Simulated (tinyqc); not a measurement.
# Worked calculation: hot electrons in a saturated n-channel MOSFET, lucky-electron model

tinyqc, about 0.01 s, one thread, Intel Xeon 2.30GHz (shared host): `OMP_NUM_THREADS=1 python tinyqc.py 2550017 2550018 out.jsonl` Printed values are rounded.

Beyond pinch-off the lateral field grows as Esat cosh(y/l) over the velocity-saturated region (pseudo-two-dimensional model). Impact ionisation in this region gives the substrate current, which biases the body forward through Rsub. Currents are per width. Local-field laws: they overstate ionisation when the field peak is narrower than an energy relaxation length.

Inputs (values chosen for the exercise); values close to those of silicon n-channel devices: channel length L = 1.2 um; oxide thickness tox = 22 nm; junction depth xj = 370 nm; threshold VT = 0.56 V; effective mobility mu = 360 cm^2/(V s); saturation velocity vs = 7.6e6 cm/s; ionisation prefactor Ai = 2e6 1/cm; ionisation field Bi = 1.62 MV/cm; resistance of the lightly doped drain Rd = 200 ohm um; substrate resistance Rsub = 5500 ohm um; fall of VT per volt of forward body bias kb = 0.43; hot-electron mean free path lm = 9.7 nm; oxide barrier pb = 3.2 V; prefactor of the gate current Cg = 0.002; lifetime exponent m = 2.9; lifetime constant Hl = 3200 s uA/um; drain voltage Vd = 5.3 V; gate voltage Vg = 3.7 V.

Constants: eps0 = 8.8541878128e-14 F/cm where lengths are in cm. Results are converted to the units shown.

## Length and field scales

Cox = 3.9 eps0/tox, l = sqrt(3 tox xj), Esat = 2 vs/mu.

Cox = 0.1569606 uF/cm^2
l = 156.2690 nm
Esat = 0.04222222 MV/cm
Esat L = 5.066667 V

## Iteration 1: body bias from the substrate current

Vb at the start = 0 V

Cox = 3.9 eps0/tox. Overdrive g = Vg - VT + kb Vb; Vdsat = g Esat L/(g + Esat L); Id = Cox vs (g - Vdsat); dV = Vd - Id Rd - Vdsat; Em = sqrt((dV/l)^2 + Esat^2); Isub = Id (Ai/Bi) l Em exp(-Bi/Em). Vb(new) = Rsub Isub.

Vdsat = 1.938587 V
Id = 143.3167 uA/um
dV = 3.332750 V
Em = 0.2174094 MV/cm
Isub = 0.3490355 uA/um
Vb after iteration 1 = 0.001919695 V

## Iteration 2: body bias from the substrate current

As before.

Vdsat = 1.938901 V
Id = 143.3776 uA/um
dV = 3.332423 V
Em = 0.2173889 MV/cm
Isub = 0.3489055 uA/um
Vb after iteration 2 = 0.001918980 V

## Course of the iteration: body bias from the substrate current

Stop when Vb changes by less than 1e-9 V, or after 60 iterations.

Course of the iteration:
```
iteration       Vb (V)  |change| (V)
1          0.001919695       1.92e-3
2          0.001918980       7.15e-7
3          0.001918981      2.66e-10
```

Converged in 3 iterations. The change falls from 0.0019 in the first iteration to below the tolerance in the last.

## Gate current, lifetime and channel shortening

Id = 143.3776 uA/um
dV = 3.332423 V
Em = 0.2173889 MV/cm
Isub = 0.3489056 uA/um

Ig = Cg Id exp(-pb/(lm Em)); lifetime tau = (Hl/Id)(Isub/Id)^(-m); length of the saturated region dL = l ln[(dV/l + Em)/Esat]. 1 year = 3.15576e7 s.

Isub/Id = 0.002433473
Ig = 0.07360497 pA/um
tau = 26.88485 years
dL = 362.9068 nm

The lifetime exceeds ten years. Integrating Ai exp(-Bi/E) over the cosh profile gives Isub/Id = 0.00223, so the closed form is 9.4 % above it.
